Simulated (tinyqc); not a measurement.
Molecular dynamics of a small cluster by velocity Verlet steps: one step, computed by the program tinyqc.

E = sum_(i<j) phi(r_ij), phi(r) = eps [exp(-2 alpha (r - r0)) - 2 exp(-alpha (r - r0))]; the force on i is -sum_j phi'(r_ij) (R_i - R_j)/r_ij.

Question. State at the start. Velocity Verlet: a = c F/M with c = 9.648533212e-3 angstrom/fs^2 per eV/(angstrom u); R(new) = R + v dt + a dt^2/2; v(new) = v + (a + a(new)) dt/2. Kinetic energy K = M v^2/(2c); temperature T = 2K/((3N - 3) k_B), rotation of the cluster included.

Inputs (values chosen for the exercise, for model atoms): length r0 = 2.86 angstrom; well depth eps = 0.47 eV; stiffness alpha = 1.41 1/angstrom; atomic mass M = 138 u; time step dt = 11 fs.

Potential: Morse. Thermostat: none.

starting positions (angstrom), rows atom 1, atom 2, atom 3, atom 4, atom 5, columns x, y, z:
$$\begin{pmatrix}
0.04 & 0.02 & -0.02 \\
2.78 & -0.02 & -0.12 \\
1.43 & 2.44 & -0.02 \\
1.46 & 0.8 & 2.29 \\
1.47 & 0.85 & -2.31
\end{pmatrix}$$

starting velocities (angstrom/fs), rows atom 1, atom 2, atom 3, atom 4, atom 5, columns x, y, z:
$$\begin{pmatrix}
-0.00069 & 0.00017 & -4e-05 \\
-0.00039 & -0.00101 & -0.00092 \\
0.00037 & 0.00097 & -0.00049 \\
-9e-05 & -0.00043 & 0.00112 \\
0.00081 & 0.0003 & 0.00033
\end{pmatrix}$$

Constants: 1 eV/(angstrom u) = 9.648533212e-03 angstrom/fs^2; k_B = 8.617333262e-05 eV/K.

Give: forces; potential energy; kinetic energy; temperature.

Answer.

forces (eV/angstrom), rows atom 1, atom 2, atom 3, atom 4, atom 5, columns x, y, z:
$$\begin{pmatrix}
-0.4329 & -0.1683 & 0.0044 \\
0.5396 & -0.2356 & 0.3501 \\
0.0195 & 0.3452 & 0.0890 \\
0.0465 & -0.0120 & -0.0086 \\
-0.1727 & 0.0708 & -0.4348
\end{pmatrix}$$

potential energy = -4.244 eV

kinetic energy = 0.04395 eV

temperature = 85.00 K
